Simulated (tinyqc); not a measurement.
Inside a calculation. Model: field-effect mobility of a thin-film transistor with band-tail and deep states (multiple trapping). Computed by tinyqc, a small Python program that keeps every step. Command: `OMP_NUM_THREADS=1 python tinyqc.py 3013777 3013778 out.jsonl tft walk`. One thread of a shared host (Intel(R) Xeon(R) Processor @ 2.30GHz), about 0.05 s of CPU time with the checks. Intermediate numbers are printed to about 6 digits and carried at full precision; extremes and crossings named in words are read from the listed rows.

A thick film in accumulation at small drain voltage. Only free electrons move; trapped ones still screen the gate. N_c and mu_0 are held fixed when T changes, leaving out the T^(3/2) growth of N_c. x = E_0 - psi is the distance of the Fermi level below the band edge.

Inputs (values chosen for the exercise, modelled on an amorphous In-Ga-Zn oxide):
```
quantity,value,unit
permittivity eps,11.5,-
effective density of states N_c,4.7e+18,1/cm^3
band mobility mu_0,14,cm^2/(V s)
tail density at the edge g_t,6e+19,1/(eV cm^3)
tail width E_t,25,meV
deep-state density g_d,2.4e+15,1/(eV cm^3)
"flat-band Fermi level below the edge, E_0",0.36,eV
equivalent oxide thickness t,5.7,nm
surface band bending psi_s as a fraction of E_0,0.98,-
temperature T,200,K
```

Deep states: included.

Constants: k_B = 8.617333262e-05 eV/K; e = 1.602176634e-19 C; eps_0 = 8.8541878128e-12 F/m.

## Free and trapped densities

F_j(eta) = int_0^infinity x^j/(1 + exp(x - eta)) dx, without a gamma-function factor. Integrals over x = E/(k_B T) use 160 Gauss-Legendre points in u = sqrt(x) from 0 to sqrt(max(eta, 0) + 32). Free n(x) = N_c (2/sqrt(pi)) F_1/2(-x/k_B T), with F_1/2 from its two-term series in exp(-x/k_B T) for x >= 12 k_B T; tail n_t(x) = int_0^1.2eV g_t exp(-E/E_t)/(1 + exp((x - E)/k_B T)) dE, E counted down from the edge, 120 Gauss-Legendre points; deep charge g_d psi; space charge rho(psi) = n + n_t + g_d psi less its value at psi = 0.

Local densities at x = 0.4, 0.3, 0.2, 0.15, 0.1, 0.05, 0 and -0.05 eV:
```
x (eV),n (1/cm^3),n_t (1/cm^3),n/(n + n_t)
0.40,3.91329e+08,4.41168e+11,8.86242e-04
0.30,1.29548e+11,2.40103e+13,5.36655e-03
0.20,4.28863e+13,1.28555e+15,3.22832e-02
0.15,7.80259e+14,9.17079e+15,7.84097e-02
0.10,1.41823e+16,6.17981e+16,1.86657e-01
0.05,2.53443e+17,3.50222e+17,4.19840e-01
0.00,3.59619e+18,1.11388e+18,7.63511e-01
-0.05,2.02385e+19,1.46747e+18,9.32393e-01
```

E_t/k_B T = 1.45: deep in the tail n_t follows exp(-x/E_t), more slowly than n, so the free share grows as the Fermi level rises.

## One gate voltage

Poisson: F(psi) = sqrt((2 e/(eps eps_0)) int_0^psi rho dpsi'); V_G - V_FB = psi_s + eps F(psi_s) t/3.9; free sheet density N_f = int (n - n(E_0))/F dpsi; induced sheet density N_i = eps eps_0 F(psi_s)/e; trapezoid rule on 301 even points in psi, the first interval left out of N_f. mu_eff = mu_0 N_f/N_i; field-effect mobility mu_FE = mu_0 e (dN_f/dV_G)/C_ox and swing S = dV_G/dlog10(N_f), by a central difference of +/- 2 mV in psi_s; C_ox = 3.9 eps_0/t.

surface field = 165.058 kV/cm

V_G - V_FB = 0.630225 V

free sheet density N_f = 4.63273e+11 1/cm^2

induced sheet density N_i = 1.04899e+12 1/cm^2

effective mobility mu_eff = 6.18289 cm^2/(V s)

field-effect mobility mu_FE = 8.55593 cm^2/(V s)

swing S = 461.803 mV/decade

44 % of the induced charge is free. mu_FE exceeds mu_eff because the free share is still growing with V_G. The swing is 11.64 times the ideal ln(10) k_B T/e.

## Transfer curve

The formulas are those given above.

Against the band bending:
```
psi_s (V),V_G - V_FB (V),N_f (1/cm^2),mu_eff (cm^2/(V s)),mu_FE (cm^2/(V s)),S (mV/decade)
0.13,0.13515,5.33798e+07,0.03834,8.56630e-03,53.20
0.18,0.18999,5.18818e+08,0.19222,7.41218e-02,59.74
0.22,0.23949,2.89310e+09,0.54964,3.29499e-01,74.93
0.26,0.30162,1.45488e+10,1.29437,1.16741e+00,106.35
0.29,0.36584,4.65970e+10,2.27497,2.60203e+00,152.81
0.32,0.46041,1.44379e+11,3.80730,5.06049e+00,243.43
0.34,0.55282,2.98129e+11,5.18664,7.18402e+00,354.01
0.37,0.76248,7.99419e+11,7.54141,1.01260e+01,673.13
0.40,1.07721,1.74267e+12,9.52779,1.17584e+01,1263.33
```

The steepest swing among the rows is 53 mV/decade. mu_eff climbs from 0.038 to 9.5, 68 % of mu_0 in the last row. Between rows 6 and 7 N_f scales as (V_G - V_FB - psi_s)^1.74; an exponential tail holding all the charge would give the larger of 1 and 2 E_t/k_B T - 1, here 1.90, and free charge alone 1; charge in deep states makes the exponent larger and lets it vary with V_G.

Checks made by the program: tail integral against adaptive quadrature (relative difference below 1e-10).
